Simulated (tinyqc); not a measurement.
Hydrogen passivation of interface dangling bonds: competing passivation and dissociation with distributed barriers: one step, computed by the program tinyqc.

P_b + H2 gives P_bH + H at the rate k_f [H2]; P_bH gives P_b + H at the rate k_d. All defects start unpassivated. E_f and E_d are Gaussian and independent.

Question. Distributed barriers. [H2] = solubility factor x p; a = k_f0 [H2] exp(-E_f/(k_B T)), d = k_d0 exp(-E_d/(k_B T)). For one pair of barriers the active share is y = [d + a exp(-(a + d) t)]/(a + d). Temperatures in kelvin are T(C) + 273.15. Average y over both Gaussians with 40 x 40 Gauss-Hermite points. Active density N0 y; threshold shift if each active defect holds one charge, e N0 y t_ox/(3.9 eps_0).

Inputs (values chosen for the exercise, close to those used for P_b centres at the silicon-oxide interface):
```
quantity                                      value          unit
defect density N0                           1.6e+12        1/cm^2
passivation prefactor k_f0                    4e-08        cm^3/s
mean passivation barrier E_f                   1.57            eV
spread sigma_f                                0.042            eV
dissociation prefactor k_d0                 2.5e+12           1/s
mean dissociation barrier E_d                  2.72            eV
spread sigma_d                                0.054            eV
H2 in the oxide per atm, solubility factor  6.2e+17  1/(cm^3 atm)
hydrogen pressure p                            0.05           atm
anneal temperature T                            200             C
anneal time t                                   600             s
oxide thickness                                 2.7            nm
```

Constants: k_B = 8.617333262e-05 eV/K; e = 1.602176634e-19 C; eps_0 = 8.8541878128e-12 F/m.

Give: active share y; active density; threshold shift.

Answer.

active share y = 1.0000

active density = 1.600e+12 1/cm^2

threshold shift = 200.4 mV
